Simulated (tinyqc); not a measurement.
Inside a calculation. Method: CCD on RHF in the 6-31g basis, for H2, spin multiplicity 1. Computed by tinyqc, a small Python program that keeps every step (integrals from PySCF). Settings: charge = 0, multiplicity = 1, basis = 6-31g, method = RHF, energy threshold = 1e-10, iteration cap = 79, orthogonalisation = symmetric, start = core, DIIS depth = 6, amplitude equations = CCD, DIIS depth for amplitudes = 6, cap on updates = 72. Command: `OMP_NUM_THREADS=1 python tinyqc.py 22335 22336 out.jsonl` (the two numbers bound the seeds that draw the settings). One thread of a shared host (Intel(R) Xeon(R) Processor @ 2.60GHz), about 0.06 s of CPU time with the checks. The early iterations of the SCF are left out here.

## One-electron integrals

Geometry (angstrom):
```
atom        x        y        z
H     0.00000  0.00000  0.00000
H     0.00000  0.00000  0.67200
```

Basis 6-31g: exponents (1/bohr^2) and contraction coefficients of normalised primitives:
```
element  l (shell)  exponent  coefficient
H            s (1)  18.73114      0.03349
H            s (1)   2.82539      0.23473
H            s (1)   0.64012      0.81376
H            s (2)   0.16128      1.00000
```

Overlap, kinetic and nuclear-attraction integrals over the contracted functions; the nuclear repulsion is the sum of Za Zb / Rab.

nuclear repulsion = 0.7874661 hartree

overlap S:
```
         1H 1s    1H 2s    2H 1s    2H 2s
1H 1s  1.00000  0.65829  0.51791  0.53252
1H 2s  0.65829  1.00000  0.53252  0.87806
2H 1s  0.51791  0.53252  1.00000  0.65829
2H 2s  0.53252  0.87806  0.65829  1.00000
```

kinetic energy T (hartree):
```
         1H 1s    1H 2s    2H 1s    2H 2s
1H 1s  1.39568  0.25974  0.31452  0.18020
1H 2s  0.25974  0.24192  0.18020  0.19400
2H 1s  0.31452  0.18020  1.39568  0.25974
2H 2s  0.18020  0.19400  0.25974  0.24192
```

nuclear attraction V (hartree):
```
          1H 1s     1H 2s     2H 1s     2H 2s
1H 1s  -2.41855  -1.21094  -1.23242  -1.01228
1H 2s  -1.21094  -1.18598  -1.01228  -1.07847
2H 1s  -1.23242  -1.01228  -2.41855  -1.21094
2H 2s  -1.01228  -1.07847  -1.21094  -1.18598
```

core Hamiltonian H = T + V (hartree):
```
          1H 1s     1H 2s     2H 1s     2H 2s
1H 1s  -1.02287  -0.95120  -0.91791  -0.83208
1H 2s  -0.95120  -0.94406  -0.83208  -0.88447
2H 1s  -0.91791  -0.83208  -1.02287  -0.95120
2H 2s  -0.83208  -0.88447  -0.95120  -0.94406
```

## Two-electron integrals

Functions are numbered as in S; the eight-fold symmetry (ij|kl) = (ji|kl) = (kl|ij) leaves the list below.

Two-electron integrals (ij|kl) in chemists' order, unique and non-zero (hartree):
```
(11|11) 1.07657   (21|11) 0.57847   (21|21) 0.32942   (22|11) 0.58740
(22|21) 0.36130   (22|22) 0.45315   (31|11) 0.47599   (31|21) 0.26894
(31|22) 0.29029   (31|31) 0.26219   (32|11) 0.37675   (32|21) 0.22643
(32|22) 0.26884   (32|31) 0.22613   (32|32) 0.21471   (33|11) 0.70684
(33|21) 0.42923   (33|22) 0.51176   (33|31) 0.47599   (33|32) 0.46227
(33|33) 1.07657   (41|11) 0.46227   (41|21) 0.26400   (41|22) 0.29084
(41|31) 0.22613   (41|32) 0.19360   (41|33) 0.37675   (41|41) 0.21471
(42|11) 0.49752   (42|21) 0.30740   (42|22) 0.38943   (42|31) 0.26390
(42|32) 0.25310   (42|33) 0.49752   (42|41) 0.25310   (42|42) 0.34937
(43|11) 0.42923   (43|21) 0.26206   (43|22) 0.32002   (43|31) 0.26894
(43|32) 0.26400   (43|33) 0.57847   (43|41) 0.22643   (43|42) 0.30740
(43|43) 0.32942   (44|11) 0.51176   (44|21) 0.32002   (44|22) 0.41675
(44|31) 0.29029   (44|32) 0.29084   (44|33) 0.58740   (44|41) 0.26884
(44|42) 0.38943   (44|43) 0.36130   (44|44) 0.45315
```

## Orthogonalisation

S = U s U^T; symmetric (Loewdin) form X = U s^(-1/2) U^T, so that X^T S X = 1.

eigenvalues of S: 0.08237  0.49363  0.52166  2.90234

X:
```
          1H 1s     1H 2s     2H 1s     2H 2s
1H 1s   1.32068  -0.50731  -0.25300   0.09384
1H 2s  -0.50731   2.11889   0.09384  -1.17627
2H 1s  -0.25300   0.09384   1.32068  -0.50731
2H 2s   0.09384  -1.17627  -0.50731   2.11889
```

## Iteration 9 (converged): orbitals

converged F (hartree):
```
          1H 1s     1H 2s     2H 1s     2H 2s
1H 1s  -0.08635  -0.53021  -0.59840  -0.54019
1H 2s  -0.53021  -0.34070  -0.54019  -0.37324
2H 1s  -0.59840  -0.54019  -0.08635  -0.53021
2H 2s  -0.54019  -0.37324  -0.53021  -0.34070
```

Diagonalise F' = X^T F X, C = X C', fill 1 alpha and 1 beta electrons from the bottom; D = 2 C_occ C_occ^T. Each column has its largest component positive (the first on a tie).

F' = X^T F X (hartree):
```
          1         2         3         4
1   0.65169  -0.58660  -0.60926  -0.09312
2  -0.58660   0.29085  -0.09312  -0.20792
3  -0.60926  -0.09312   0.65169  -0.58660
4  -0.09312  -0.20792  -0.58660   0.29085
```

orbital energies (hartree): MO1 -0.61734, MO2 0.25636, MO3 0.74270, MO4 1.50336

coefficients C:
```
           MO1       MO2       MO3       MO4
1H 1s  0.33810   0.10909   0.73562  -1.18618
1H 2s  0.25445   1.90391  -0.68191   1.40884
2H 1s  0.33810  -0.10909   0.73562   1.18618
2H 2s  0.25445  -1.90391  -0.68191  -1.40884
```

D after iteration 9:
```
         1H 1s    1H 2s    2H 1s    2H 2s
1H 1s  0.22862  0.17206  0.22862  0.17206
1H 2s  0.17206  0.12949  0.17206  0.12949
2H 1s  0.22862  0.17206  0.22862  0.17206
2H 2s  0.17206  0.12949  0.17206  0.12949
```

## Convergence

Stop when the energy changes by less than 1e-10 hartree and every element of the error matrix X^T (F D S - S D F) X is below 3e-06.

Course of the cycle:
```
iteration  E (hartree)     change  largest element of the error matrix
1           -1.0671665          -                             1.75e-01
2           -1.1225935  -5.54e-02                             2.86e-02
3           -1.1240174  -1.42e-03                             3.45e-04
4           -1.1240176  -1.73e-07                             1.37e-04
5           -1.1240176  -1.99e-08                             8.55e-05
6           -1.1240176  -5.98e-09                             6.21e-05
7           -1.1240176  -2.56e-09                             4.87e-05
8           -1.1240176  -4.09e-09                             2.21e-07
9           -1.1240176  -8.35e-14                             9.01e-10
```

PySCF RHF in the same basis = -1.1240176 hartree

Converged in 9 iterations.

## Integrals over molecular orbitals

(pq|rs) = sum C_ip C_jq C_kr C_ls (ij|kl), one index at a time.

one-electron integrals over orbitals h = C^T H C (hartree):
```
          1         2         3        4
1  -1.29414   0.00000  -0.17614  0.00000
2   0.00000  -0.53349   0.00000  0.20894
3  -0.17614   0.00000  -0.22282  0.00000
4   0.00000   0.20894   0.00000  0.26441
```

Two-electron integrals over orbitals (pq|rs), unique and non-zero (hartree):
```
(11|11) 0.67680    (21|21) 0.07258    (22|11) 0.43121    (22|22) 0.38243
(31|11) 0.17614    (31|22) 0.04510    (31|31) 0.11262    (32|21) -0.02466
(32|32) 0.03814    (33|11) 0.53907    (33|22) 0.37690    (33|31) 0.11910
(33|33) 0.46108    (41|21) -0.07755   (41|32) -0.01412   (41|41) 0.14482
(42|11) -0.14325   (42|22) -0.05033   (42|31) -0.06967   (42|33) -0.09236
(42|42) 0.06266    (43|21) -0.07333   (43|32) 0.00362    (43|41) 0.12016
(43|43) 0.11490    (44|11) 0.69189    (44|22) 0.43980    (44|31) 0.20902
(44|33) 0.55686    (44|42) -0.16658   (44|44) 0.77244
```

## CCD: starting amplitudes

t_ij^ab = <ij||ab> / (e_i + e_j - e_a - e_b), whose energy is MP2.

Starting amplitudes (spin orbitals 1a, 1b, ...; amplitudes related by a flip of all spins are not repeated):
```
from      to         t
1a 1b  2a 2b  -0.04154
1a 1b  3a 3b  -0.04140
1a 1b  4a 4b  -0.03415
1a 1b  2a 4b   0.02590
```

correlation energy = -0.0166402 hartree

## CCD: amplitude update 1

t_ij^ab D_ij^ab are set to the remaining terms of the spin-orbital equations, evaluated with the old amplitudes; for the doubles these are <ij||ab> + 1/2 <ab||ef> t_ij^ef + 1/2 <mn||ij> t_mn^ab + P(ij)P(ab) <mb||ej> t_im^ae + terms in t^2, D the orbital-energy denominators.

Amplitudes after update 1 (spin orbitals 1a, 1b, ...; amplitudes related by a flip of all spins are not repeated):
```
from      to         t
1a 1b  2a 2b  -0.05609
1a 1b  3a 3b  -0.05127
1a 1b  4a 4b  -0.04107
1a 1b  2a 4b   0.03584
```

correlation energy = -0.0213521 hartree

## CCD: amplitude update 2

As before.

Amplitudes after update 2 (spin orbitals 1a, 1b, ...; amplitudes related by a flip of all spins are not repeated):
```
from      to         t
1a 1b  2a 2b  -0.06147
1a 1b  3a 3b  -0.05353
1a 1b  4a 4b  -0.04240
1a 1b  2a 4b   0.03942
```

correlation energy = -0.0227455 hartree

## CCD: convergence

E_corr = 1/4 sum <ij||ab> t_ij^ab; stop when the norm of the change is below 1e-8.

Course of the amplitude iterations:
```
update  correlation energy (hartree)  norm of the change
0                         -0.0166402                   -
1                         -0.0213521            4.71e-02
2                         -0.0227455            1.57e-02
3                         -0.0234125            5.57e-03
4                         -0.0234007            3.55e-04
5                         -0.0234010            1.32e-05
6                         -0.0234009            1.35e-06
7                         -0.0234009            2.96e-07
8                         -0.0234009            8.11e-08
9                         -0.0234009            7.92e-11
```

Converged amplitudes (spin orbitals 1a, 1b, ...; amplitudes related by a flip of all spins are not repeated):
```
from      to         t
1a 1b  2a 2b  -0.06477
1a 1b  3a 3b  -0.05412
1a 1b  4a 4b  -0.04266
1a 1b  2a 4b   0.04143
```

CCD total energy = -1.1474185 hartree

Converged in 9 updates, with DIIS from the third.
